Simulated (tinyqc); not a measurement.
Worked calculation: thin-film optics by transfer matrices. Values are carried at full precision from step to step, so a last printed digit may differ when a step is redone from the rounded ones.

Indices N = n + i k. Snell: N0 sin(theta) = N_j sin(theta_j), with Im(N_j cos theta_j) >= 0. Admittance y_j = N_j cos theta_j for s and N_j/cos theta_j for p. Phase delta_j = 2 pi N_j cos theta_j d_j/lambda. Layer matrix [[cos delta, -i sin delta/y], [-i y sin delta, cos delta]], multiplied from the top down to M. (B, C) = M (1, y_sub); r = (y0 B - C)/(y0 B + C), R = |r|^2, T = 4 Re y0 Re y_sub/|y0 B + C|^2, absorbed in the films 1 - R - T.

Values chosen for the exercise (indices near those of Si3N4 on Si; not measured data): lam = 193 nm (vacuum wavelength); n0 = 1 (ambient index); n = (2.632, 0.879) (n of Si3N4, substrate); k = (0.264, 2.858) (k in the same order); d = (181) nm (thicknesses, top first); theta = 60 degrees (angle of incidence); pol = s (polarisation).

## Angles, admittances and phases

Form cos theta_j, y_j and delta_j.

cos theta_j: ambient 0.5000, film 1 0.9461+0.0113i, substrate 1.0344+0.0228i

y_j: ambient 0.5000, film 1 2.4871+0.2794i, substrate 0.8441+2.9762i

delta_j (rad): film 1 14.6554+1.6462i

## Layer matrices and their product

Form each matrix and multiply from the top down.

M:
```
                 1                2
1  -1.3326-2.1694i  -0.5954-0.8727i
2  -2.4239-6.1577i  -1.3326-2.1694i
```

Each matrix has determinant 1, and so has M.

## Reflection and transmission

Close the stack on the substrate.

B, C: 0.7622-4.6782i  2.9079-11.9549i

r = -0.6775-0.0209i
R = 0.4595
T into the substrate = 0.0078
absorbed in the films = 0.5327

The bare substrate would reflect 0.8417.

## Ellipsometric angles

Ellipsometry: rho = tan(Psi) exp(i Delta) = -conj(r_p/r_s) with the r of the admittance formula, Delta in 0 to 360 degrees, so that a bare dielectric at small angles gives Delta = 180.

Repeat the steps for both polarisations.

r_s = -0.6775-0.0209i
r_p = -0.1860-0.0298i
Psi = 15.53 degrees
Delta = 172.67 degrees

## Checks

- R against the recursion of Airy sums from the substrate up: both 0.45947.

(tinyqc, `OMP_NUM_THREADS=1 python tinyqc.py 1682443 1682444 out.jsonl`, Intel(R) Xeon(R) Processor @ 2.30GHz, 1 thread, shared host, about 0.01 s.)
